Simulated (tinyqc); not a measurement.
Read current of a NAND string, cells in series solved by shooting: one step of the calculation.

Cells in series, numbered from 0 at the source line (0 V) to the bit line, each followed by a gap resistance Rg. A cell with gate Vg, threshold VT, source Vs and drain Vd passes I = 2 nf K Vt^2 [F(Vs) - F(Vd)]/(1 + th max(Vg - VT, 0)), F(V) = ln^2(1 + exp((Vg - VT - nf V)/(2 nf Vt))). The selected cell has Vg = Vr, the others Vg = Vp.

Question. Node voltages for a trial current. For a trial current I start at 0 V and, cell by cell (the selected one is cell 0), solve for the drain: sqrt(F(Vd)) = sqrt(F(Vs) - I/k), k = 2 nf K Vt^2/(1 + th max(Vg - VT, 0)), Vd = [Vg - VT - 2 nf Vt ln(exp(sqrt F) - 1)]/nf, then add I Rg.

Inputs (values chosen for the exercise); values of the order met in vertical NAND strings:
- T = 358 K (temperature)
- K = 9 uA/V^2 (gain factor of a cell)
- nf = 1.6 (slope factor)
- th = 0.1 1/V (mobility reduction factor)
- Rg = 4.2 kohm (resistance of the gap between cells)
- Vbl = 0.7 V (bit-line voltage)
- Vp = 7.1 V (pass voltage)
- Vr = 3.31 V (read voltage on the selected word line)

Constants: q = 1.602176634e-19 C, kB = 1.380649e-23 J/K, Vt = kB T/q. Results are converted to the units shown.

second trial current = 2.2 uA
thresholds from the source end, cell 0 to 3 (V): 2.2  -1.3  4  -1.3

Wanted: node voltage after each cell and gap, trial 2.

Answer.

node voltage after each cell and gap, trial 2, cell 0 to 3 (V): 0.3265  0.3932  0.5380  0.6073

Numbers from tinyqc (`OMP_NUM_THREADS=1 python tinyqc.py 2142085 2142086 out.jsonl`; about 0.5 s on one thread of a shared Intel Xeon 2.30GHz).
